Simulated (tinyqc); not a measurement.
Inputs raised by 5 %, one at a time: epitaxial growth on a vicinal surface: Burton-Cabrera-Frank step flow, step-edge barrier and island nucleation. Computed by tinyqc, a small Python program. Command: `OMP_NUM_THREADS=1 python tinyqc.py 3002823 3002824 out.jsonl stepflow sens`. One thread of a shared host (Intel(R) Xeon(R) Processor @ 2.30GHz), about 0.04 s of CPU time with the checks.

Adatoms land at rate F, hop on a square grid (a simplification for hexagonal faces), desorb, or join steps. Lengths are in units of a and n is the adatom coverage. Steps ascend at x = 0 and descend at x = l.

Inputs (values chosen for the exercise, close to those used for GaN(0001)):

| quantity | value | unit |
|---|---|---|
| site spacing a | 3.19 | angstrom |
| step height h | 2.59 | angstrom |
| diffusion barrier E_d | 1.34 | eV |
| desorption energy E_a | 2.93 | eV |
| adatom formation energy E_f | 1.29 | eV |
| step-edge barrier E_s | 0 | eV |
| attempt frequency nu | 10 | THz |
| deposition rate F | 0.093 | layers/s |
| miscut angle | 0.1 | degrees |
| temperature T | 1030 | C |
| critical nucleus size i | 1 | - |

Constants: k_B = 8.617333262e-05 eV/K.

Method:
- D = nu exp(-E_d/(k_B T)) (a^2/s, nu counted per direction); tau = exp(E_a/(k_B T))/nu; x_s = sqrt(D tau); n_eq = exp(-E_f/(k_B T)); terrace width l = h/(a tan(miscut)); Schwoebel length l_s = exp(E_s/(k_B T)) - 1.
- Temperatures in kelvin are T(C) + 273.15.
- D n'' - n/tau + F = 0 with n(0) = n_eq and -l_s n'(l) = n(l) - n_eq. With u = n - F tau, A = n_eq - F tau, y = l/x_s, s = l_s/x_s: u = A cosh(x/x_s) + B sinh(x/x_s), B = A (1 - cosh y - s sinh y)/(sinh y + s cosh y). Flux into the ascending step J+ = D B/x_s, over the descending one J- = -(D/x_s)(A sinh y + B cosh y); step velocity J+ + J-; growth rate (J+ + J-)/l. For small y: J+ + J- = (F - n_eq/tau) l, J-/J+ = l/(l + 2 l_s).
- The coverage peaks where n' = 0, tanh(x/x_s) = -B/A.
- Island density on a flat surface without desorption: N = 0.25 (F/D)^(i/(i+2)) exp(E_i/((i+2) k_B T)) per site, with E_i = 0 for i = 1; spacing l_n = N^(-1/2). Step flow needs an effective width l_eff = 2 x(peak) below l_n.

Runs:

| input moved | from | to | ratio l_eff/l_n | peak coverage | island density N on a flat surface (per site) | J- (atoms per step site and s) |
|---|---|---|---|---|---|---|
| base run | - | - | 7.7935 | 4.7740e-05 | 2.8067e-04 | 21.249 |
| diffusion barrier E_d (eV) | 1.34 | 1.407 | 8.6083 | 7.7460e-05 | 3.4243e-04 | 21.034 |
| desorption energy E_a (eV) | 2.93 | 3.0765 | 7.7935 | 4.8318e-05 | 2.8067e-04 | 21.527 |
| deposition rate F (layers/s) | 0.093 | 0.09765 | 7.8571 | 4.9623e-05 | 2.8527e-04 | 22.317 |
| miscut angle (degrees) | 0.1 | 0.105 | 7.4223 | 4.4305e-05 | 2.8067e-04 | 20.261 |
| attempt frequency nu (THz) | 10 | 10.5 | 7.7303 | 4.5946e-05 | 2.7614e-04 | 21.244 |
| adatom formation energy E_f (eV) | 1.29 | 1.3545 | 7.7935 | 4.3342e-05 | 2.8067e-04 | 21.297 |

Exponents ln(y'/y) / ln(x'/x):

| input | ratio l_eff/l_n | peak coverage | island density N on a flat surface | J- |
|---|---|---|---|---|
| diffusion barrier E_d | 2.038 | 9.920 | 4.076 | -0.209 |
| desorption energy E_a | 0.000 | 0.247 | 0.000 | 0.266 |
| deposition rate F | 0.167 | 0.793 | 0.333 | 1.005 |
| miscut angle | -1.000 | -1.530 | 0.000 | -0.976 |
| attempt frequency nu | -0.167 | -0.785 | -0.333 | -0.005 |
| adatom formation energy E_f | 0.000 | -1.981 | 0.000 | 0.046 |

Among the inputs moved here: ratio l_eff/l_n answers most in size to diffusion barrier E_d (exponent +2.038), next to miscut angle (-1.000); its exponent is below 0.0005 for desorption energy E_a, adatom formation energy E_f. Its exponent -1.000 in miscut angle: terraces narrow as the miscut grows. Peak coverage answers most in size to diffusion barrier E_d (exponent +9.920), next to adatom formation energy E_f (-1.981). Island density N on a flat surface answers most in size to diffusion barrier E_d (exponent +4.076), next to deposition rate F (+0.333); its exponent is below 0.0005 for desorption energy E_a, miscut angle, adatom formation energy E_f. Its exponent +0.333 in deposition rate F: i/(i+2) with i = 1. J- answers most in size to deposition rate F (exponent +1.005), next to miscut angle (-0.976).

Caution (all rows): twice the distance from the ascending step to the coverage peak exceeds the expected island spacing [0.25 (F/D)^(i/(i+2)) exp(E_i/((i+2) k_B T))]^(-1/2) by 40 % or more, so islands nucleate and the step-flow values are formal. Caution (all rows): the prefactor 0.25 and the criterion are estimates, good to a factor of about two in length.

Extremes, crossings and ranges named in words are read from the listed rows.
